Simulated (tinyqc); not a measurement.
Smearing for a one-band metal on the simple cubic lattice: one step. Levels on the mesh. Three cases, with inputs chosen for the exercise.

Task: Evaluate the band and collect equal energies with their counts.

Lattice vectors (units of a): a1 = (1, 0, 0), a2 = (0, 1, 0), a3 = (0, 0, 1). E(k) = -t A_1(k) - t2 A_2(k), A_m the sum of cos(k . R) over the 6 nearest and 12 second lattice vectors. Mesh k = sum (j_i/N) b_i, j_i = 0 .. N-1.

Give: Distinct levels.

Case 1.

Values chosen: t = 0.58 eV (nearest hopping); t2 = -0.15 eV (second hopping); N = 4 (unshifted mesh).

Result:

Distinct levels:

| E_k (eV) | points |
|---|---|
| -1.7600 | 3 |
| -1.7200 | 6 |
| -1.6800 | 1 |
| -1.1600 | 12 |
| -0.6000 | 12 |
| 0.0000 | 8 |
| 0.5600 | 3 |
| 1.1600 | 12 |
| 2.9200 | 6 |
| 5.2800 | 1 |

10 distinct levels; the mean spacing is 0.782 eV.

Case 2.

Values chosen: t = 1.29 eV (nearest hopping); t2 = 0.19 eV (second hopping); N = 5 (unshifted mesh).

Result:

Distinct levels:

| E_k (eV) | points |
|---|---|
| -10.0200 | 1 |
| -7.1870 | 6 |
| -4.7168 | 12 |
| -2.6095 | 8 |
| -2.6030 | 6 |
| -0.7200 | 24 |
| 0.8002 | 24 |
| 2.3268 | 12 |
| 3.2598 | 24 |
| 4.7695 | 8 |

10 distinct levels; the mean spacing is 1.643 eV.

Case 3.

Values chosen: t = 1.37 eV (nearest hopping); t2 = -0.29 eV (second hopping); N = 5 (unshifted mesh).

Result:

Distinct levels:

| E_k (eV) | points |
|---|---|
| -4.7400 | 1 |
| -4.4498 | 6 |
| -3.9802 | 6 |
| -3.6057 | 12 |
| -2.2400 | 24 |
| -2.2078 | 8 |
| 0.0541 | 24 |
| 0.5757 | 12 |
| 3.7659 | 24 |
| 8.9278 | 8 |

10 distinct levels; the mean spacing is 1.519 eV.

Computed by tinyqc, one run a case: `OMP_NUM_THREADS=1 python tinyqc.py N N+1 out.jsonl` with N = 1652197, 1680807, 1681196; one thread of a shared Intel(R) Xeon(R) Processor @ 2.30GHz, about 0.3 s a run at most.
